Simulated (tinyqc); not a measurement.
# Interface states from two metals

Question. Schottky barriers follow phi = S (pM - chi) + (1 - S) E0, S = 1/(1 + q Ds dl/(eps0 ei)). Find S, E0 and Ds.

Inputs (values chosen for the exercise); material values close to those of gallium arsenide:
```
symbol  value  unit                           meaning
chi      4.01    eV                 electron affinity
dl       0.37    nm  thickness of the interface layer
ei        3.8               its relative permittivity
```

Constants: q = 1.602176634e-19 C, eps0 = 8.8541878128e-14 F/cm where lengths are in cm. Results are converted to the units shown.

phi for pM = 4.29 and 4.97 eV (eV): [0.79957380, 0.94425534]

Solution. The slope is S, and either point then gives E0.

S = 0.2128
E0 = 0.9400 eV
Ds = 2.100e14 cm^-2 eV^-1

tinyqc, about 0.01 s, one thread, Intel Xeon 2.30GHz (shared host): `OMP_NUM_THREADS=1 python tinyqc.py 2430142 2430143 out.jsonl`
